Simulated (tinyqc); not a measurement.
## Permittivity and interlayer from two capacitances

Inverse problem. A two-layer stack has Cox = eps0/(t1/e1 + t2/e2) and EOT = 3.9 eps0/Cox. Find e2, the EOT of layer 1 and, with e1 given, t1.

Values chosen for this exercise:

| symbol | value | unit | meaning |
|---|---|---|---|
| e1 | 3.84 |  | relative permittivity of layer 1 |

Constants: eps0 = 8.8541878128e-14 F/cm where lengths are in cm. Results are converted to the units shown.

Cox at t2 = 1.9 and 9 nm (uF/cm^2): [2.7868919, 1.4074108]

Answer. EOT is linear in t2 with slope 3.9/e2, and its intercept is the EOT of layer 1.

e2 = 22.8
EOT of layer 1 = 0.914 nm
t1 = 0.900 nm

Computed by the program tinyqc: `OMP_NUM_THREADS=1 python tinyqc.py 2010030 2010031 out.jsonl`, one thread of a shared Intel Xeon 2.30GHz, about 0.01 s for the whole run.
